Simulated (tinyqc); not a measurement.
Comparisons within one model: donors with valley-orbit split 1s states. A value that a table varies takes the place of the one given here.

Each donor binds at most one electron, in any of its states. For a site s, W_s = sum over its states of g exp(E/kT), and the ionised share is 1/(1 + W_s exp(eta)), eta = (EF - Ec)/kT; n = Nc F_1/2(eta); neutrality n + NA = ND x (mean ionised share); holes are neglected. Nc from N = 2 (m kB T/(4 pi c))^(3/2) with c = hbar^2/2m0, in 1/angstrom^3; times 1e24 for 1/cm^3, m = md. F_j(eta) = (1/Gamma(j + 1)) integral_0^infinity x^j dx/(1 + exp(x - eta)), which tends to exp(eta) for eta << 0.

Mobility (Caughey-Thomas form): mu = mu0 + (mu1 (T/300)^(-ga) - mu0)/(1 + ((ND + NA)/Nr)^de); rho = 1/(e n mu), e = 1.602176634e-19 C.

Constants: hbar^2/2m0 = 3.80998211 eV angstrom^2; kB = 8.617333262e-05 eV/K.

Parameters, chosen for this exercise (near those of As in Si; shifted at random, so the results belong to these values and not to a real crystal):
```
symbol  value               unit        meaning
md      1.043               m0          density-of-states mass of the conduction band
E       (52.6, 32.1, 30.3)  meV         binding energies of 1s(A1), 1s(T2), 1s(E)
g       (2, 6, 4)                       their degeneracies with spin
ND      1.3e+16             1/cm^3      donors
NA      1.4e+15             1/cm^3      compensating acceptors, all ionised
T       200                 K
mu0     68                  cm^2/(V s)  mobility at heavy doping
mu1     1405                cm^2/(V s)  mobility at light doping and 300 K
Nr      8.9e+16             1/cm^3      reference doping
de      0.72                            doping exponent
ga      2.3                             temperature exponent
```

## What the excited states change

The last columns keep only the ground state of each site (g = 2).

Results:
```
T (K)  effective degeneracy     eta  n (1/cm^3)  n, ground states only  ratio
40                     2.02  -13.85    1.26e+12               1.27e+12  0.989
60                     2.17   -9.04    2.83e+14               3.03e+14  0.935
80                     2.46   -7.50    2.03e+15               2.27e+15  0.892
110                    3.07   -6.92    5.89e+15               6.79e+15  0.868
150                    3.94   -6.93    9.21e+15               1.01e+16  0.908
200                    4.92   -7.22    1.07e+16               1.12e+16  0.954
250                    5.74   -7.51    1.11e+16               1.14e+16  0.975
300                    6.40   -7.77    1.13e+16               1.15e+16  0.984
400                    7.40   -8.18    1.15e+16               1.16e+16  0.992
500                    8.11   -8.51    1.15e+16               1.16e+16  0.995
```

The effective degeneracy grows from 2.02 to 8.11. Excited states hold electrons back, so the ratio is never above 1; it is lowest, 0.868, at 110 K of those listed, and 0.984 at 300 K. At low T the excited states empty out, and at high T more donors are ionised (n is 99 % of ND - NA in the last row), so the effect is largest in between.

## Ionisation and resistivity against doping

NA = 0.

Results:
```
ND (1/cm^3)  n (1/cm^3)   n/ND  mu (cm^2/(V s))  rho (ohm cm)  rho at full ionisation
1.0e+14        9.99e+13  0.999             3544          17.6                    17.6
1.0e+15        9.93e+14  0.993             3437          1.83                    1.82
1.0e+16        9.37e+15  0.937             2969         0.224                   0.210
3.0e+16        2.54e+16  0.846             2472        0.0995                  0.0842
1.0e+17        6.74e+16  0.674             1746        0.0530                  0.0358
3.0e+17        1.46e+17  0.488             1098        0.0388                  0.0189
1.0e+18        3.09e+17  0.309              590        0.0342                  0.0106
2.0e+18        4.61e+17  0.231              405        0.0334                 0.00771
```

From 1e16 to 1e18 1/cm^3 rho falls by a factor 6.56, not 100: the mobility takes a factor 5.03 and incomplete ionisation 3.03. n/ND is below 0.9 from 3e+16 1/cm^3 on. From a few times 1e18 1/cm^3 on, depending on the dopant, the levels merge with the band, and already below that screening lowers the binding energy, so the last rows understate n.

## Compensation sets the slope of the freeze-out

NA = K ND. The slope energy is -d ln(n T^(-p))/d(1/kT) between 30 and 36 K, with p = 3/4 for K = 0 and p = 3/2 otherwise.

Results:
```
K       n(30 K) (1/cm^3)  n(36 K) (1/cm^3)  slope energy (meV)
0               2.83e+12          1.76e+13               26.26
0.0010          5.88e+11          1.23e+13               42.89
0.010           6.09e+10          2.33e+12               52.27
0.050           1.17e+10          4.54e+11               52.53
0.20            2.46e+09          9.57e+10               52.54
0.50            6.15e+08          2.39e+10               52.54
```

Without acceptors the slope is 26.26 meV, against half the ground-state energy, 26.30; with K = 0.05 it is 52.53 meV, against the full 52.6. The full energy (less a few meV where excited levels lie within a few kT) shows where n is far below NA, since the acceptors then hold EF near the donor level: n(36 K)/NA is 0.94 for K = 0.001 and 0.0007 for K = 0.05; where it is not small, the slope falls short of the full energy.

## What moves the carrier density

All results formed anew. Each row changes one parameter from the base and keeps the others.

Results:
```
case                           eta  n (1/cm^3)  rho (ohm cm)
base                        -7.217   1.068e+16        0.2068
E = (57.6, 32.1, 30.3) meV  -7.227   1.057e+16        0.2089
md = 1.147 m0               -7.350   1.078e+16        0.2047
ND = 2.6e+16 1/cm^3         -6.532   2.118e+16        0.1170
NA = 2.7e+15 1/cm^3         -7.337   9.474e+15        0.2362
T = 230 K                   -7.396   1.101e+16        0.2760
Nr = 1.78e+17 1/cm^3        -7.217   1.068e+16        0.1899
```

The largest shifts from the base row, up to three for each result and ties (the steps differ in size, so this ranks the rows, not the parameters). eta: ND +0.685, T -0.179, md -0.133; unchanged at the printed digits by Nr. n (1/cm^3): ND +1.05e+16, NA -1.20e+15, T +3.35e+14; unchanged at the printed digits by Nr. rho (ohm cm): ND -0.0898, T +0.0692, NA +0.0293.

Computed by tinyqc, a small Python program: `OMP_NUM_THREADS=1 python tinyqc.py 1681121 1681122 out.jsonl` (the numbers bound the seed that draws the inputs); one thread of a shared host (Intel(R) Xeon(R) Processor @ 2.30GHz), about 0.01 s for the whole set of steps.
